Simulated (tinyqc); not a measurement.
Inside a calculation. Model: nucleation and growth of vacancy voids in a cooling silicon-like crystal. Computed by tinyqc, a small Python program that keeps every step. Command: `OMP_NUM_THREADS=1 python tinyqc.py 3012162 3012163 out.jsonl voids walk`. One thread of a shared host (Intel(R) Xeon(R) Processor @ 2.30GHz), about 0.4 s of CPU time with the checks. Intermediate numbers are printed to about 6 digits and carried at full precision; extremes and crossings named in words are read from the listed rows.

Spherical voids; vacancies are lost only to voids.

Inputs (values chosen for the exercise, for a model crystal): vacancy density at the melting point C_m = 4.7e+14 1/cm^3; formation energy E_f = 3.7 eV; melting point T_m = 1685 K; diffusion prefactor D0 = 0.00062 cm^2/s; migration energy E_m = 0.38 eV; site density rho = 5e+22 1/cm^3; void surface energy gamma = 0.992 J/m^2; cooling rate q = 0.99 K/min; vacancy excess C0 = 1.7e+14 1/cm^3; temperature of the worked step T = 1405 K; temperature step = 0.2 K.

Vacancy supply: given.

Constants: k_B = 8.617333262e-05 eV/K; k_B = 1.380649e-23 J/K; e = 1.602176634e-19 C.

## Vacancy excess

C = C0 as given.

initial excess C = 1.70e+14 1/cm^3

## Nucleation rate at T with the initial excess

C_e = C_m exp[-(E_f/k_B)(1/T - 1/T_m)]; D = D0 exp(-E_m/(k_B T)); f = k_B T ln(C/C_e); r* = 2 gamma/(rho f); W* = 16 pi gamma^3/(3 rho^2 f^2); Z = f/sqrt(12 pi W* k_B T); I = rho Z (4 pi r* D C) exp(-W*/(k_B T)).

C_e = 2.92860e+12 1/cm^3

D = 2.68732e-05 cm^2/s

driving force f = 0.491713 eV

critical radius r* = 0.503674 nm

W*/(k_B T) = 54.3425

rate I = 32.5359 1/(cm^3 s)

Cooling by 10 K multiplies I by 80: nucleation switches on within a narrow range of temperature.

## Cooling through the nucleation range

March down from 1500 K in steps dT, dt = dT/q, with values at the upper end of each step: a class of I dt voids is born with r*; then all classes grow by r^2 += 2 D (C - C_e) dt/rho; C falls by the vacancies added to voids. Stop at 1150 K. T_n is the T of the largest I, N the final count (classes under 1e-6 /cm^3 are dropped), and the mean radius the number average.

Rows around the peak of I:
```
T (K)    C (1/cm^3)  C_e (1/cm^3)  I (1/(cm^3 s))  voids (1/cm^3)  mean radius (nm)
1425.6  1.70000e+14   4.55450e+12     4.41515e-04     3.88702e-02            38.832
1415.6  1.70000e+14   3.68163e+12     1.53958e-01     1.58105e+01            41.116
1405.6  1.69914e+14   2.96705e+12     2.41808e+01     2.89232e+03            43.452
1400.6  1.69041e+14   2.66051e+12     2.07489e+02     2.85695e+04            45.284
1397.6  1.66456e+14   2.49108e+12     5.15270e+02     9.08506e+04            48.052
1395.6  1.62365e+14   2.38378e+12     6.42815e+02     1.62417e+05            51.922
1393.6  1.55430e+14   2.28082e+12     4.96692e+02     2.35079e+05            58.430
1391.6  1.45715e+14   2.18203e+12     2.23715e+02     2.80090e+05            67.540
1389.6  1.34151e+14   2.08725e+12     6.14239e+01     2.96884e+05            77.756
1386.6  1.15596e+14   1.95228e+12     4.09253e+00     3.01345e+05            91.510
1383.6  9.75614e+13   1.82550e+12     1.22560e-01     3.01587e+05           101.996
```

temperature of peak nucleation T_n = 1395.6 K

void density N = 301593 1/cm^3

mean radius = 137.995 nm

vacancies left at 1150 K = 8.90800e+09 1/cm^3

I rises as supersaturation builds and collapses once the first voids have drawn C down by 4 % at the peak. Nearly all the excess then goes into these voids: [3 C/(4 pi rho N)]^(1/3) = 139 nm.

## Cooling rate

The formulas are those given above.

At fixed C:
```
q (K/min)  T_n (K)   N (1/cm^3)  mean radius (nm)
0.099       1408.0  9.96600e+03           430.664
0.250       1403.2  3.92925e+04           272.463
0.490       1399.6  1.06441e+05           195.367
0.990       1395.6  3.01593e+05           137.995
2.000       1391.4  8.54405e+05            97.471
4.000       1387.0  2.38473e+06            69.187
9.900       1381.0  9.12525e+06            44.195
```

Over the rows N goes as q^1.48 and the radius as q^-0.49, near the 3/2 and -1/2 of the scaling argument (depletion time 1/(4 pi N r D) equal to the time in the nucleation range, at fixed N r^3). T_n drops only 27 K for a factor 100 in q. Fast cooling gives many small voids, which an anneal can dissolve.

## Vacancy excess varied

The formulas are those given above.

At fixed q:
```
C (1/cm^3)  T_n (K)  N (1/cm^3)  mean radius (nm)
6.80e+13     1340.8      603773            80.579
1.00e+14     1363.4      450734           101.063
1.70e+14     1395.6      301593           137.995
2.70e+14     1424.6      212546           181.018
4.20e+14     1453.2      152216           234.543
```

More vacancies nucleate earlier (T_n rises by 112 K) and give fewer, larger voids: N goes as C^-0.76 and the radius as C^0.59, steeper than the -1/2 and +1/2 of the scaling argument at fixed D, because D rises with T_n.

Checks made by the program: Z against the curvature of W(n) (relative difference below 1e-10); N against a run with half the step (relative difference 2e-03).
